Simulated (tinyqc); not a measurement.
Band offset from the macroscopic average of a supercell potential: one step. Running means. Two cases, with inputs chosen for the exercise.

Problem. Apply the first mean, then the second.

Running mean over n points, periodic: for odd n the plain mean of the n points centred on j; for even n the n + 1 points with half weight at both ends. The macroscopic average applies the mean over n1 points and then over n2 points.

Case 1.

Values chosen (out of a larger set: gaps near those of GaAs and AlAs; not measured data): n1 = 6 (grid points per period of A); n2 = 7 (grid points per period of B).

V(z_j) (eV): -6.78017  -5.78904  -7.00400  -8.98895  -7.11480  -5.88568  -6.56009  -5.88502  -7.11499  -9.02000  -7.11500  -5.88500  -6.56000  -5.88500  -7.11500  -9.02000  -7.11500  -5.88500  -6.56000  -5.88500  -7.11500  -9.02000  -7.11499  -5.88498  -6.55991  -5.88539  -7.11620  -9.00987  -7.11043  -5.78904  -5.44500  -5.41400  -7.00491  -7.82175  -7.81042  -6.99995  -5.31813  -4.33002  -5.31805  -7.00034  -7.81162  -7.81162  -7.00034  -5.31804  -4.33000  -5.31804  -7.00034  -7.81162  -7.81162  -7.00034  -5.31804  -4.33000  -5.31804  -7.00034  -7.81162  -7.81162  -7.00034  -5.31805  -4.33004  -5.31808  -7.00018  -7.80830  -7.80578  -7.08083  -5.62219

Case 2.

Values chosen (out of a larger set: gaps near those of GaN and AlN; not measured data): n1 = 6 (grid points per period of A); n2 = 6 (grid points per period of B).

V(z_j) (eV): -4.64500  -7.60712  -9.73630  -9.75824  -9.72538  -7.87466  -6.04990  -7.87499  -9.72500  -9.75000  -9.72500  -7.87500  -6.05000  -7.87500  -9.72500  -9.75000  -9.72500  -7.87500  -6.05000  -7.87500  -9.72500  -9.75000  -9.72500  -7.87499  -6.04990  -7.87466  -9.72538  -9.75824  -9.73630  -7.60712  -4.64500  -6.39788  -10.06870  -11.13176  -10.07962  -6.13034  -3.24010  -6.13001  -10.08000  -11.14000  -10.08000  -6.13000  -3.24000  -6.13000  -10.08000  -11.14000  -10.08000  -6.13001  -3.24010  -6.13034  -10.07962  -11.13176  -10.06870  -6.39788

Give: after the mean over n1 points; macroscopic average.

Solution.

Case 1.

after the mean over n1 points (eV): -6.779  -6.880  -6.905  -6.909  -6.898  -6.916  -6.928  -6.930  -6.930  -6.930  -6.930  -6.930  -6.930  -6.930  -6.930  -6.930  -6.930  -6.930  -6.930  -6.930  -6.930  -6.930  -6.930  -6.930  -6.929  -6.928  -6.920  -6.819  -6.687  -6.638  -6.530  -6.489  -6.648  -6.739  -6.638  -6.407  -6.198  -6.130  -6.197  -6.405  -6.628  -6.628  -6.405  -6.197  -6.130  -6.197  -6.405  -6.628  -6.628  -6.405  -6.197  -6.130  -6.197  -6.405  -6.628  -6.628  -6.405  -6.197  -6.129  -6.196  -6.410  -6.665  -6.894  -6.915  -6.747

macroscopic average (eV): -6.861  -6.862  -6.862  -6.888  -6.909  -6.917  -6.920  -6.923  -6.928  -6.930  -6.930  -6.930  -6.930  -6.930  -6.930  -6.930  -6.930  -6.930  -6.930  -6.930  -6.930  -6.930  -6.930  -6.928  -6.912  -6.878  -6.836  -6.779  -6.716  -6.676  -6.650  -6.624  -6.584  -6.521  -6.464  -6.422  -6.388  -6.372  -6.370  -6.370  -6.370  -6.370  -6.370  -6.370  -6.370  -6.370  -6.370  -6.370  -6.370  -6.370  -6.370  -6.370  -6.370  -6.370  -6.370  -6.370  -6.370  -6.371  -6.376  -6.414  -6.487  -6.565  -6.658  -6.756  -6.827

Around the middle of B the first mean varies by 430 meV over five points and the second by 0 meV: one window removes only the period it matches.

Case 2.

after the mean over n1 points (eV): -8.150  -8.007  -8.101  -8.342  -8.481  -8.502  -8.501  -8.500  -8.500  -8.500  -8.500  -8.500  -8.500  -8.500  -8.500  -8.500  -8.500  -8.500  -8.500  -8.500  -8.500  -8.500  -8.500  -8.500  -8.501  -8.502  -8.481  -8.342  -8.101  -8.007  -8.150  -8.293  -8.199  -7.958  -7.819  -7.798  -7.799  -7.800  -7.800  -7.800  -7.800  -7.800  -7.800  -7.800  -7.800  -7.800  -7.800  -7.800  -7.799  -7.798  -7.819  -7.958  -8.199  -8.293

macroscopic average (eV): -8.150  -8.205  -8.246  -8.293  -8.363  -8.438  -8.484  -8.499  -8.500  -8.500  -8.500  -8.500  -8.500  -8.500  -8.500  -8.500  -8.500  -8.500  -8.500  -8.500  -8.500  -8.500  -8.500  -8.499  -8.484  -8.438  -8.363  -8.293  -8.246  -8.205  -8.150  -8.095  -8.054  -8.007  -7.937  -7.862  -7.816  -7.801  -7.800  -7.800  -7.800  -7.800  -7.800  -7.800  -7.800  -7.800  -7.800  -7.801  -7.816  -7.862  -7.937  -8.007  -8.054  -8.095

Around the middle of B the first mean varies by 0 meV over five points and the second by 0 meV.

Computed by tinyqc, one run a case: `OMP_NUM_THREADS=1 python tinyqc.py N N+1 out.jsonl` with N = 1850207, 1850335; one thread of a shared Intel(R) Xeon(R) Processor @ 2.30GHz, about 0.01 s a run at most.
